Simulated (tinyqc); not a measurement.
Microkinetic model of a Langmuir-Hinshelwood surface reaction A + (1/2) B2 = AB with Bronsted-Evans-Polanyi barriers: one step, computed by the program tinyqc. Command: `OMP_NUM_THREADS=1 python tinyqc.py 3023909 3023910 out.jsonl microkin walk`. One thread of a shared host (Intel(R) Xeon(R) Processor @ 2.30GHz), about 0.01 s of CPU time with the checks.

A adsorbs in equilibrium; B2 dissociates irreversibly on two free sites; adsorbed A and B react irreversibly and AB leaves at once. theta_A + theta_B + theta_* = 1.

Problem. Constants. K_A = exp(-(E_A + T S_A)/(k_B T)) per bar; barriers E1 = max(b1 + a1 2 E_B, 0), E2 = b2 - a2 (E_A + E_B); k1 = (k_B T/h) exp(-S_B/k_B) exp(-E1/(k_B T)) per bar, k2 = (k_B T/h) exp(-E2/(k_B T)), h = 2 pi hbar.

Inputs (values chosen for the exercise, for a model catalyst): adsorption energy of A, E_A = -1.06 eV; adsorption energy per B atom, E_B = -1.38 eV; entropy loss of A, S_A = 1.7 meV/K; entropy loss of B2, S_B = 2 meV/K; slope a1 of the dissociation barrier = 0.51; intercept b1 = 1.4 eV; slope a2 of the reaction barrier = 0.48; intercept b2 = 0.36 eV; temperature T = 625 K.

Constants: k_B = 8.617333262e-05 eV/K; hbar = 6.582119569e-16 eV s.

Give: barrier E1; barrier E2; K_A; k1; k2.

Solution.

barrier E1 = 0 eV

barrier E2 = 1.5312 eV

K_A = 0.9546 1/bar

k1 = 1084 1/(bar s)

k2 = 5.857 1/s

Caution: the linear relation gives a negative E1, which is set to zero: dissociation is not activated.
